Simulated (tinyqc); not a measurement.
Shape and dimension: cylindrical quantum wire.

Constants: hbar^2/2m0 = 3.80998211 eV angstrom^2.

Values chosen for the exercise (near those of an InGaAs wire in InP; shifted at random, so the results belong to these values and not to a real crystal):

| symbol | value | unit | meaning |
|---|---|---|---|
| R | 69 | angstrom | radius |
| V0 | 0.254 | eV | barrier height |
| mw | 0.0418 | m0 | mass inside |
| mb | 0.0792 | m0 | mass outside |

Lowest level with hard walls: film c (pi/2R)^2/mw, cylinder c (2.404826/R)^2/mw, sphere c (pi/R)^2/mw, square or cube of side a: 2 or 3 times c (pi/a)^2/mw; c = hbar^2/2m0. Finite barriers V0 with outer mass mb and psi, psi'/m continuous for film, cylinder and sphere (not separable for the square and the cube: dash).

Lowest level (eV):

| shape | hard walls | finite barrier |
|---|---|---|
| film, width 2R | 0.0472 | 0.0250 |
| cylinder, radius R | 0.1107 | 0.0567 |
| square wire of equal area | 0.1203 | - |
| sphere, radius R | 0.1890 | 0.0933 |
| cube of equal volume | 0.2181 | - |

What does the comparison show?

With hard walls the levels of film, cylinder and sphere stand as 1 : 2.34 : 4.00; with the finite barrier as 1 : 2.27 : 3.73. The square lies 8.6 % above the circle of equal area and the cube 15.5 % above the sphere of equal volume: round shapes give the lowest level for a given size.

Run: tinyqc, `OMP_NUM_THREADS=1 python tinyqc.py 1252478 1252479 out.jsonl`; Intel(R) Xeon(R) Processor @ 2.30GHz, one thread, shared host; about 0.02 s of CPU time with all checks.
